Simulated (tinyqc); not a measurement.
Binary melting diagram from solution models of liquid and solid: one step, computed by the program tinyqc. Command: `OMP_NUM_THREADS=1 python tinyqc.py 3031528 3031529 out.jsonl melt walk`. One thread of a shared host (Intel(R) Xeon(R) Processor @ 2.30GHz), about 0.01 s of CPU time with the checks.

x is the fraction of B. In a phase with interaction L: mu_A = G_A + R T ln(1 - x) + L x^2, mu_B = G_B + R T ln x + L (1 - x)^2. Melting: G(liquid) - G(solid) = H (1 - T/T_m) for each pure component.

Task: Temperature and melting free energies. T = T_A + u (T_B - T_A). The ideal solution has k_A = exp(dG_A/(R T)) = (1 - xs)/(1 - xl) and k_B = exp(dG_B/(R T)) = xs/xl, so xl = (1 - k_A)/(k_B - k_A).

Inputs (values chosen for the exercise, for a model alloy):
```
quantity                              value    unit
melting point T_A                      1285       K
melting point T_B                       690       K
heat of melting H_A                    30.1  kJ/mol
heat of melting H_B                    17.5  kJ/mol
position of T, (T - T_A)/(T_B - T_A)   0.21       -
```

Diagram: complete solid solution (lens).

Constants: R = 8.314462618 J/(mol K).

Give: T; dG_A; dG_B; ideal liquidus xl; ideal solidus xs.

Result:

T = 1160.05 K

dG_A = 2.927 kJ/mol

dG_B = -11.92 kJ/mol

ideal liquidus xl = 0.3332

ideal solidus xs = 0.09681
